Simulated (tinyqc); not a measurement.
Inside a calculation. Method: ROHF in the 3-21g basis, for H2-, spin multiplicity 2. The basis has no diffuse functions, so it cannot describe the extra electron: this is an exercise in the method, not the real anion. One step of it, computed by the program tinyqc.

Problem. Iteration 2: Roothaan effective Fock matrix. With projectors Pc = D(beta) S, Po = (D(alpha) - D(beta)) S, Pv = 1 - D(alpha) S, the block xy is Px^T F Py; with Fc = (F(alpha) + F(beta))/2, the blocks are Fc for cc, oo, vv and cv, F(beta) for co and F(alpha) for ov.

F(alpha) (hartree), lower triangle:
```
           1H 1s      1H 2s      2H 1s      2H 2s
1H 1s   0.539383
1H 2s  -0.236720  -0.026207
2H 1s  -0.133209  -0.162367   0.539383
2H 2s  -0.162367  -0.094504  -0.236720  -0.026207
```

F(beta) (hartree), lower triangle:
```
           1H 1s      1H 2s      2H 1s     2H 2s
1H 1s   0.804070
1H 2s  -0.044880   0.142114
2H 1s  -0.221704  -0.193292   0.804070
2H 2s  -0.193292  -0.088090  -0.044880  0.142114
```

D(alpha) after iteration 1, lower triangle:
```
           1H 1s      1H 2s     2H 1s     2H 2s
1H 1s   0.075298
1H 2s   0.257656   0.988253
2H 1s   0.000871  -0.086605  0.075298
2H 2s  -0.086605  -0.604130  0.257656  0.988253
```

D(beta) after iteration 1, lower triangle:
```
          1H 1s     1H 2s     2H 1s     2H 2s
1H 1s  0.038085
1H 2s  0.085525  0.192062
2H 1s  0.038085  0.085525  0.038085
2H 2s  0.085525  0.192062  0.085525  0.192062
```

overlap S, lower triangle:
```
          1H 1s     1H 2s     2H 1s     2H 2s
1H 1s  1.000000
1H 2s  0.645899  1.000000
2H 1s  0.073141  0.263379  1.000000
2H 2s  0.263379  0.580726  0.645899  1.000000
```

Give: effective F.

Solution.

effective F (hartree), lower triangle:
```
         1H 1s    1H 2s    2H 1s   2H 2s
1H 1s   0.6513
1H 2s  -0.1474   0.0618
2H 1s  -0.1570  -0.1712   0.6513
2H 2s  -0.1712  -0.0951  -0.1474  0.0618
```
